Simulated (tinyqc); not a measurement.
## A spin-degenerate level with charging energy between two leads, rate equations: shape of a conductance peak

States 0, up, down and 2 with energies 0, e1 - Ez/2, e1 + Ez/2 and 2 e1 + U. mu_L = +V/2, mu_R = -V/2 (meV), f(x) = 1/(1 + exp(x/kB T)). A transition that adds one electron of given spin at the energy E has the rate G f(E - mu) from each lead, and its reverse G [1 - f(E - mu)]. I counts electrons leaving the left lead, times q.

Transition energies: 0-up e1 - Ez/2, 0-down e1 + Ez/2, up-2 e1 + U + Ez/2, down-2 e1 + U - Ez/2. dp/dt = W p; W_ji is the rate from state i to j, and each column sums to zero. Steady state: W p = 0 with sum p = 1. I = q GL sum over transitions i-j of [fL p_i - (1 - fL) p_j]. The conductance is dI/dV at V = 0; the last column divides it by q^2 GL GR/((GL + GR) 4 kB T), the peak of one spinless level.

Inputs (values chosen for the exercise):

| symbol | value | unit | meaning |
|---|---|---|---|
| U | 8.6 | meV | charging energy of the second electron |
| GL | 0.071 | 1/ns | tunnel rate to the left lead |
| GR | 2.3 | 1/ns | tunnel rate to the right lead |
| T | 2.9 | K | temperature |
| Ez | 0 | meV | Zeeman splitting |

Constants: q = 1.602176634e-19 C, kB = 1.380649e-23 J/K, Vt = kB T/q. Results are converted to the units shown.

Result of one run:

| e1 (meV) | dI/dV (nS) | mean number | scaled |
|---|---|---|---|
| -9.6 | 1.530 | 1.965 | 0.1386 |

What becomes of these results when the level e1 is changed from -9.6 to -7.8 meV, all else the same?

Result of the changed run:

| e1 (meV) | dI/dV (nS) | mean number | scaled |
|---|---|---|---|
| -7.8 | 1.693 | 1.020 | 0.1534 |

The whole series:

| e1 (meV) | dI/dV (nS) | mean number | scaled |
|---|---|---|---|
| -9.6 | 1.530 | 1.965 | 0.1386 |
| -9.4 | 3.195 | 1.925 | 0.2894 |
| -9.2 | 6.213 | 1.847 | 0.5628 |
| -9 | 10.56 | 1.712 | 0.9570 |
| -8.8 | 14.42 | 1.527 | 1.306 |
| -8.6 | 14.72 | 1.333 | 1.333 |
| -8.4 | 11.18 | 1.183 | 1.012 |
| -8.2 | 6.734 | 1.092 | 0.6100 |
| -8 | 3.510 | 1.043 | 0.3180 |
| -7.8 | 1.693 | 1.020 | 0.1534 |
| -7.6 | 0.7858 | 1.009 | 0.07118 |

The conductance peaks at e1 = -8.6 meV among the rows, with the scaled height 1.33. For U >> kB T the 1-2 peak lies at e1 = -U - (kB T/2) ln 2 = -8.69 meV, with the height 8/(1 + sqrt 2)^2 = 1.373: two spin states on one side of the transition and one state on the other shift and raise it.

Range of the model: Rate equations need hbar G well below kB T; cotunnelling and the Kondo effect are left out.

Numbers from tinyqc (`OMP_NUM_THREADS=1 python tinyqc.py 2780030 2780031 out.jsonl`; about 0.01 s on one thread of a shared Intel Xeon 2.30GHz).
